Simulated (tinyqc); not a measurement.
What each parameter does: alloy A(1-x)B(x) by interpolation with bowing.

Each gap follows E(x) = (1 - x) E_A + x E_B - C x (1 - x); the lattice constant follows Vegard, a(x) = (1 - x) a_A + x a_B.

Mass at Gamma from the Kane formula 1/m = F + Ep (Eg + 2 Dso/3)/(Eg (Eg + Dso)). F is fixed by the masses of A and B and interpolated linearly, as is Ep; Eg and Dso carry their bowing.

Parameters, chosen for this exercise (A near GaAs, B near GaSb; shifted at random, so the results belong to these values and not to a real crystal): Eg = (1.515, 0.818) eV (gap at Gamma to the s-like level of A, B); EgX = (1.959, 1.152) eV (gap to the lowest valley along Gamma-X of A, B); EgL = (1.791, 0.875) eV (gap to L of A, B); C = (1.615, 1.348, 1.053) eV (bowing of the Gamma, X and L gaps); x = 0.55 (fraction of B); Dso = (0.34, 0.763) eV (spin-orbit splitting of A, B); Ep = (25.5, 27) eV (Kane energy of A, B); me = (0.0662, 0.0388) m0 (electron mass at Gamma of A, B); Cs = 0.6 eV (bowing of Dso).

Gaps at x and the Kane mass.

One parameter was then changed.

Results before and after:
```
case     Gamma (eV)  X (eV)  L (eV)  mass (m0)
base         0.7319  1.1815  1.0266     0.0331
changed      0.7131  1.1568  0.9958     0.0324
```

Which of these changes was made? (a) Eg = (1.591, 0.818) eV; (b) x = 0.59; (c) EgX = (1.959, 1.094) eV; (d) EgL = (1.701, 0.875) eV; (e) C = (1.715, 1.448, 1.153) eV; (f) Ep = (28, 29.7) eV; (g) Cs = 0.65 eV.

Answer: (b) x = 0.59. Of the candidates, run in turn, only this one gives the changed row.

All candidates:
```
case                          Gamma (eV)  X (eV)  L (eV)  mass (m0)
base                              0.7319  1.1815  1.0266     0.0331
x = 0.59                          0.7131  1.1568  0.9958     0.0324
C = (1.715, 1.448, 1.153) eV      0.7072  1.1568  1.0018     0.0321
Eg = (1.591, 0.818) eV            0.7661  1.1815  1.0266     0.0342
EgX = (1.959, 1.094) eV           0.7319  1.1496  1.0266     0.0331
EgL = (1.701, 0.875) eV           0.7319  1.1815  0.9861     0.0331
Ep = (28, 29.7) eV                0.7319  1.1815  1.0266     0.0321
Cs = 0.65 eV                      0.7319  1.1815  1.0266     0.0330
```

Run: tinyqc, `OMP_NUM_THREADS=1 python tinyqc.py 1080553 1080554 out.jsonl`; Intel(R) Xeon(R) Processor @ 2.30GHz, one thread, shared host; about 0.01 s of CPU time with all checks.
